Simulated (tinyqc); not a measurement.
Minority-electron transport through the base of a bipolar transistor (Moll-Ross and Kroemer integrals): one step, computed by the program tinyqc.

Low injection, one dimension, x from the emitter edge (0) to the collector edge (W), s = x/W. Recombination is treated as a small correction (valid for tau_B well below tau_n), computed from the stored charge.

Task: Gain and speed. Emitter-limited gain beta_E = G_E/G_B; recombination-limited gain beta_R = tau_n/tau_B; 1/beta = 1/beta_E + 1/beta_R; f_T from the base alone = 1/(2 pi tau_B).

Inputs (values chosen for the exercise, modelled on SiGe):

| quantity | value | unit |
|---|---|---|
| base width W | 16 | nm |
| saturation velocity v_s | 1 | 1e7 cm/s |
| electron lifetime tau_n | 68 | ns |
| emitter Gummel number G_E | 3.1e+13 | s/cm^4 |
| temperature T | 300 | K |

Base doping profile: exponential. Gap grading: linear. Exit of the base: infinite sink.

base Gummel number G_B = 9.686737e+11 s/cm^4

base transit time tau_B = 0.07366780 ps

Give: beta_E; beta_R; current gain beta; f_T from the base alone.

Result:

beta_E = 32.00

beta_R = 9.231e+05

current gain beta = 32.00

f_T from the base alone = 2160 GHz

The gain is limited mainly by hole injection into the emitter (100 % of the base current). Caution: the mean velocity exceeds v_s, so drift-diffusion with a low-field mobility overstates the speed. Caution: the base is only a few mean free paths wide, so transport is partly ballistic.
